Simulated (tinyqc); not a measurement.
Inside a calculation. Method: Hubbard chain of 2 sites. One step of it, computed by the program tinyqc.

Problem. Mean-field iteration 2. H(up) = T + U n(down), H(down) = T + U n(up); fill the lowest levels; n(new) = n + mixing (n(out) - n); E = tr T (rho up + rho down) + U sum n_up n_down of the output.

one-body matrix (hopping and site energies) (eV):
```
,1,2
1,0.090000,-1.140000
2,-1.140000,-0.470000
```

U = 9.900000 eV

electrons, up and down: 1  1

mixing = 0.500000

n(up) after iteration 1: 1 0.571332, 2 0.428668

n(down) after iteration 1: 1 0.334447, 2 0.665553

Give: levels, up; levels, down; energy; n(up) after iteration 2; n(down) after iteration 2.

Solution.

levels, up (eV): 2.986  6.534

levels, down (eV): 3.253  6.267

energy = 0.525 eV

n(up) after iteration 2: 1 0.727, 2 0.273

n(down) after iteration 2: 1 0.254, 2 0.746
